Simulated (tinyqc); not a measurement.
# Changing the grain-boundary reflection R

Model: size effects in the resistivity of thin metal films and interconnect lines. Computed by tinyqc, a small Python program. Command: `OMP_NUM_THREADS=1 python tinyqc.py 3016618 3016619 out.jsonl size sweep`. One thread of a shared host (Intel(R) Xeon(R) Processor @ 2.30GHz), about 0.01 s of CPU time with the checks.

Electrons lose their drift at surfaces (a share 1 - p of the hits) and at grain boundaries (reflection R), besides bulk scattering.

Inputs (values chosen for the exercise, modelled on gold):
```
quantity                    value         unit
bulk resistivity rho_b       2.18  microohm cm
bulk mean free path lambda   39.2           nm
specularity p                   0            -
film thickness h               19           nm
grain size over thickness    0.64            -
```

Geometry: film.

Method:
- D = (ratio) h.
- Mayadas-Shatzkes: alpha = (lambda/D) R/(1 - R); rho_b/rho = 1 - 3 alpha/2 + 3 alpha^2 - 3 alpha^3 ln(1 + 1/alpha).
- Fuchs-Sondheimer film: rho_b/rho = 1 - (3/(2 kappa))(1 - p) int_0^1 (s - s^3)(1 - exp(-kappa/s))/(1 - p exp(-kappa/s)) ds, f = rho/rho_b, kappa = thickness/lambda, 80 Gauss-Legendre points.
- Both together (Mayadas-Shatzkes film): rho_b/rho = (rho_b/rho of the grains alone) - (6/(pi kappa))(1 - p) int_0^(pi/2) dphi int_0^1 ds (cos^2 phi/H^2)(s - s^3)(1 - exp(-kappa H/s))/(1 - p exp(-kappa H/s)), H = 1 + alpha/(cos phi sqrt(1 - s^2)), 40 x 80 Gauss-Legendre points.
- Sheet resistance rho/h; additive estimate rho_b (f_surface + f_grain - 1).

One run for each value:
```
grain-boundary reflection R  resistivity rho (microohm cm)  rho/rho_b from grains   alpha
0.05                                                 4.743                  1.244   0.170
0.26                                                 7.481                  2.556   1.133
0.37                                                 9.626                  3.577   1.893
0.48                                                12.700                  5.024   2.976
0.59                                                17.466                  7.245   4.639
0.69                                                24.785                 10.629   7.175
0.80                                                41.364                 18.257  12.895
```

Give the missing row, grain-boundary reflection R = 0.16.

Computed row:
```
grain-boundary reflection R  resistivity rho (microohm cm)  rho/rho_b from grains  alpha
0.16                                                 6.019                  1.856  0.614
```

Interpolating between the two neighbouring rows (the first column on a logarithmic scale, the others too where they are positive) misses most in rho/rho_b from grains, by 11 %. Over the rows, resistivity rho (microohm cm) rises from 4.74 to 41.4 (exponent d ln y / d ln x 0.20 between the first rows and 3.5 between the last); rho/rho_b from grains rises from 1.24 to 18.3 (exponent d ln y / d ln x 0.34 between the first rows and 3.7 between the last); alpha rises from 0.170 to 12.9 (exponent d ln y / d ln x 1.1 between the first rows and 4.0 between the last).
